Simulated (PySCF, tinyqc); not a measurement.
FCI on RHF in the sto-3g basis, for H3-, spin multiplicity 1, step by step. The basis has no diffuse functions, so it cannot describe the extra electron: this is an exercise in the method, not the real anion. The lowest restricted solution is unstable here: a spin-polarised one lies 0.1376 hartree lower (PySCF). One step of it, computed by the program tinyqc.

Problem. FCI: determinants and Hamiltonian. Slater-Condon rules over spin orbitals, with the nuclear repulsion added and E(HF) subtracted on the diagonal.

one-electron integrals over orbitals h = C^T H C (hartree):
$$\begin{pmatrix}
-1.464604 & -0.072551 & 0.000305 \\
-0.072551 & -1.061648 & 0.000170 \\
0.000305 & 0.000170 & -1.016875
\end{pmatrix}$$

Two-electron integrals over orbitals (pq|rs), unique and non-zero (hartree):
```
(11|11) 0.552076    (21|11) -0.046771   (21|21) 0.087120    (22|11) 0.450717
(22|21) 0.119322    (22|22) 0.710165    (31|11) 0.000166    (31|21) 0.000083
(31|22) -0.000434   (31|31) 0.185336    (32|11) 0.000122    (32|21) -0.000396
(32|22) -0.000331   (32|31) -0.080104   (32|32) 0.039521    (33|11) 0.564000
(33|21) -0.085666   (33|22) 0.399478    (33|31) 0.000227    (33|32) 0.000268
(33|33) 0.619698
```

nuclear repulsion = 1.23914862 hartree

Hartree-Fock energy = -0.92248663 hartree

Give: determinants; H - E(HF) between determinants.

Solution.

Occupation strings over the orbitals (2 doubly, a alpha, b beta, 0 empty; spin orbitals ordered 1a 1b 2a 2b ...): 220 2ab a2b 2ba b2a 202 ab2 ba2 022

H - E(HF) between determinants (hartree):
```
         220      2ab      a2b      2ba      b2a      202      ab2      ba2
220   0.0000   0.0000   0.0000   0.0000   0.0000   0.0395   0.0801  -0.0801
2ab   0.0000  -0.1376   0.0056  -0.0395   0.0801   0.0006  -0.0004   0.0007
a2b   0.0000   0.0056   0.4048   0.0801  -0.1853   0.0004  -0.0001  -0.0001
2ba   0.0000  -0.0395   0.0801  -0.1376   0.0056  -0.0006   0.0007  -0.0004
b2a   0.0000   0.0801  -0.1853   0.0056   0.4048  -0.0004  -0.0001  -0.0001
202   0.0395   0.0006   0.0004  -0.0006  -0.0004   0.2558  -0.2105   0.2105
ab2   0.0801  -0.0004  -0.0001   0.0007  -0.0001  -0.2105   0.3741  -0.0871
ba2  -0.0801   0.0007  -0.0001  -0.0004  -0.0001   0.2105  -0.0871   0.3741
022   0.1853  -0.0001   0.0001   0.0001  -0.0001   0.0871  -0.0445   0.0445

         022
220   0.1853
2ab  -0.0001
a2b   0.0001
2ba   0.0001
b2a  -0.0001
202   0.0871
ab2  -0.0445
ba2   0.0445
022   0.8533
```
